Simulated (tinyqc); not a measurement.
## Pull-up strength from the switching point

Problem. Transistor (EKV form, voltages against the body): I = 2 n b Vt^2 [F(vp - Vs) - F(vp - Vd)] from drain to source, F(v) = ln^2(1 + exp(v/(2 Vt))), vp = (Vg - VT + sg |Vd - Vs|)/n. n-channel bodies are at 0; for the p-channel device all voltages are counted down from Vdd. b in uA/V^2 gives I in uA. In an inverter In(Vg = Vd = VM) equals Ip at the switching point VM. Find bp and the current there.

Inputs (values chosen for the exercise): temperature T = 273 K; supply voltage Vdd = 0.5 V; slope factor n = 1.34; drain-induced barrier lowering sg = 0.055; n-channel threshold VTn = 0.38 V; p-channel threshold (magnitude) VTp = 0.42 V; gain factor of the pull-down transistor bn = 270 uA/V^2.

Constants: q = 1.602176634e-19 C, kB = 1.380649e-23 J/K, Vt = kB T/q. Results are converted to the units shown.

VM = 0.241976163 V

Answer. Ip is proportional to bp, so bp is In(VM) over the p-channel current for unit b.

bp = 540.0 uA/V^2
current at VM = 0.006722 uA

Program tinyqc, `OMP_NUM_THREADS=1 python tinyqc.py 2340108 2340109 out.jsonl`; Intel Xeon 2.30GHz, shared host, one thread, about 0.06 s.
